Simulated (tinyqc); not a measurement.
What moves the results: band offset of a heterojunction with an interface dipole (two-band chains, self-consistent charge). A value that a table varies takes the place of the one given here.

Sites alternate A, C. Left: A at -G1/2, C at +G1/2, hopping -t1; right: A at D - G2/2, C at D + G2/2, hopping -t2; the bonds across the two interfaces of a ring (C left to A right, C right to A left) have -sqrt(t1 t2). D is the offset of the mid-gaps, so Ev(right) - Ev(left) = D - (G2 - G1)/2 and Ec(right) - Ec(left) = D + (G2 - G1)/2. The closing bond has its sign reversed (antiperiodic ring). Half the levels are filled with two electrons each. The charge moved is q = (electrons on the left) less one a site; the mean over the two interfaces, q/2, is taken as the charge that crosses each, and its dipole opposes the offset: D = D0 - u q/2.

From here on the ring has 24 cells a side.

Parameters, chosen for this exercise (gaps near those of SiC and SiO2; the chains and D0 are free models, so the offsets are not those of the real pair; shifted at random, so the results belong to these values and not to a real crystal): G1 = 3.11 eV (gap on the left); G2 = 8.84 eV (gap on the right); t1 = 2.03 eV (hopping on the left); t2 = 2.1 eV (hopping on the right); u = 4.9 eV (potential step per electron moved across); D0 = -1.41 eV (mid-gap of the right side above that of the left, without dipole).

## Where the moved charge sits

D = -1.22940 eV

Electrons in cell k from an interface at the self-consistent D, less those at D = 0. Interface 1 joins C left to A right, interface 2 C right to A left. The decay lengths 1/(2 kappa a) are those of mid-gap states, cosh(kappa a) = 1 + G^2/(8 t^2).

Change of the electron count:
```
k  left of 1  right of 1  left of 2  right of 2
1   -0.02506     0.02868   -0.03819     0.04351
2   -0.00343     0.00056   -0.00515     0.00093
3   -0.00061     0.00001   -0.00091     0.00002
4   -0.00012     0.00000   -0.00017     0.00000
5   -0.00002     0.00000   -0.00003     0.00000
6    0.00000     0.00000   -0.00001     0.00000
```

decay lengths (cells): left 0.668, right 0.272

How do the results move?

Over six cells interface 1 moves -0.0292 electrons to the left side and +0.0293 to the right, interface 2 -0.0445 and +0.0445: each change is a dipole, and the two differ because the bonds join different sites. The first cells hold 92 % of it at interface 1. The tail is longer on the left, where the gap is smaller against the hopping: from k = 2 to 4 it falls by a factor 29, and pure mid-gap decay would give 20; the exponential carries a prefactor that falls as a power of the distance, so the first cells drop faster.

## Screening of the starting offset

chi = 0.057750 1/eV

D0 is varied; the self-consistent D is found by bisection. chi = dq/dD at D = 0; the linear rule is D = S D0 with S = 1/(1 + u chi/2). The gap of the junction closes (type III) at |D| = (G1 + G2)/2.

Against D0:
```
2 D0/(G1 + G2)  D0 (eV)  q at D0   D (eV)    D/D0  linear (eV)
-0.85            -5.079  -0.5501  -4.1703  0.8211      -4.4492
-0.55            -3.286  -0.2485  -2.8036  0.8531      -2.8789
-0.30            -1.792  -0.1121  -1.5583  0.8693      -1.5703
-0.15            -0.896  -0.0528  -0.7837  0.8744      -0.7852
0.10              0.598   0.0348   0.5230  0.8753       0.5234
0.25              1.494   0.0912   1.3017  0.8714       1.3086
0.50              2.987   0.2156   2.5608  0.8572       2.6172
0.80              4.780   0.4839   3.9545  0.8273       4.1875
0.95              5.676   0.7093   4.5862  0.8080       4.9727
```

What can be read from the table?

D/D0 lies between 0.808 and 0.875, against S = 0.876 from chi at D = 0; the linear rule misses by at most 387 meV. q is odd in D. Less than half of the starting offset is screened, so the natural line-up still counts most.

## Wider gaps screen less

G2 is varied. chi = (q(+0.01) - q(-0.01))/0.02 at D = 0, S = 1/(1 + u chi/2).

Against G2:
```
G2 (eV)  chi (1/eV)       S
0.7         0.28201  0.5914
1.1         0.25060  0.6196
1.5         0.22579  0.6438
2.3         0.18760  0.6851
3.4         0.14947  0.7320
5.5         0.10108  0.8015
7.0         0.07799  0.8396
9.0         0.05631  0.8788
```

How do the results move?

chi falls from 0.2820 to 0.0563 1/eV, a factor 5.0, and S rises from 0.591 to 0.879: charge crosses through the tails of states that tunnel into the other gap, and these shorten as the gap widens. u is kept fixed, though a wider gap also screens less and would raise it.

## What each parameter does

Self-consistent D by bisection, q there, and the two offsets. Each row changes one parameter from the base and keeps the others.

Results:
```
case             D (eV)        q  valence offset (eV)  conduction offset (eV)
base            -1.2294  -0.0737              -4.0944                  1.6356
G1 = 3.576 eV   -1.2386  -0.0700              -3.8706                  1.3934
G2 = 10.166 eV  -1.2596  -0.0614              -4.7876                  2.2684
t1 = 2.334 eV   -1.2228  -0.0764              -4.0878                  1.6422
t2 = 2.415 eV   -1.2204  -0.0774              -4.0854                  1.6446
D0 = -1.621 eV  -1.4112  -0.0856              -4.2762                  1.4538
u = 5.635 eV    -1.2065  -0.0722              -4.0715                  1.6585
```

How do the results move?

The largest shifts from the base row, up to three for each result and ties (the steps differ in size, so this ranks the rows, not the parameters). D (eV): D0 -0.1818, G2 -0.0302, u +0.0229. q: G2 +0.0123, D0 -0.0119, G1 +0.0038. valence offset (eV): G2 -0.6932, G1 +0.2238, D0 -0.1818. conduction offset (eV): G2 +0.6328, G1 -0.2422, D0 -0.1818.

Computed by tinyqc, a small Python program: `OMP_NUM_THREADS=1 python tinyqc.py 1481526 1481527 out.jsonl` (the numbers bound the seed that draws the inputs); one thread of a shared host (Intel(R) Xeon(R) Processor @ 2.30GHz), about 0.5 s for the whole set of steps.
